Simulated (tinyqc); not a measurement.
Inversion-layer mobility, back-scattering and ballistic limit of a field-effect transistor: one step, computed by the program tinyqc. Command: `OMP_NUM_THREADS=1 python tinyqc.py 3017615 3017616 out.jsonl mos walk`. One thread of a shared host (Intel(R) Xeon(R) Processor @ 2.30GHz), about 0.01 s of CPU time with the checks.

The charge at the top of the source barrier is fixed by the gate; series resistance and short-channel effects are left out. F_j are Fermi integrals normalised to exp(eta) in the classical limit.

Task: Back-scattering. F_j(eta) = (1/Gamma(j + 1)) int_0^infinity x^j/(1 + exp(x - eta)) dx, F_0 = ln(1 + exp(eta)). Integrals over x = E/(k_B T) use 160 Gauss-Legendre points in u = sqrt(x) from 0 to sqrt(max(eta, 0) + 32). Ballistic channel: N_2D = g_v m k_B T/(pi hbar^2), U = e V_D/(k_B T); eta_F solves N_inv = (N_2D/2)[F_0(eta_F) + F_0(eta_F - U)]; v_T = sqrt(2 k_B T/(pi m)); I/W = e (N_2D/2) v_T [F_1/2(eta_F) - F_1/2(eta_F - U)]; injection velocity v_T F_1/2(eta_F)/F_0(eta_F). Mean free path lambda = (2 k_B T/e)(mu/v_T) F_0(eta_0)/F_-1/2(eta_0), with eta_0 from N_inv = N_2D F_0(eta_0); critical length l = L (1 + U)^(-a), an empirical rule; back-scattering r = l/(l + lambda). Then eta solves N_inv = (N_2D/2)[(1 + r) F_0(eta) + (1 - r) F_0(eta - U)] and I/W = e (N_2D/2) v_T (1 - r)[F_1/2(eta) - F_1/2(eta - U)]. Ballistic ratio: I over the ballistic current. Apparent mobility 1/(1/mu + 1/mu_B), mu_B = mu L/lambda.

Inputs (values chosen for the exercise, modelled on a 4H-SiC n-channel):

| quantity | value | unit |
|---|---|---|
| transport mass m | 0.3 | m_0 |
| valley degeneracy g_v | 3 | - |
| gate overdrive V_G - V_T | 0.95 | V |
| drain voltage V_D | 1.2 | V |
| channel length L | 140 | nm |
| exponent a of the critical length | 0.62 | - |
| temperature T | 300 | K |

Statistics at the top of the barrier: Fermi-Dirac.

inversion density N_inv = 1.861375e+13 1/cm^2

effective mobility mu = 13.10733 cm^2/(V s)

Constants: m_0 = 9.1093837015e-31 kg; k_B = 1.380649e-23 J/K; hbar = 1.054571817e-34 J s; k_B = 8.617333262e-05 eV/K; e = 1.602176634e-19 C.

Give: eta_0; mean free path lambda; critical length l; back-scattering coefficient r; current I/W; ballistic ratio; apparent low-field mobility.

Result:

eta_0 = 1.756

mean free path lambda = 0.9711 nm

critical length l = 12.80 nm

back-scattering coefficient r = 0.9295

current I/W = 139.8 microampere/micrometre

ballistic ratio = 0.02997

apparent low-field mobility = 13.02 cm^2/(V s)

L/lambda = 144.17, but at this drain voltage only the first 12.8 nm can return a carrier to the source, so the device works at 3 % of its ballistic limit. Caution: the current exceeds the long-channel drift law, so the empirical rule for l, meant for short channels, is too generous here.
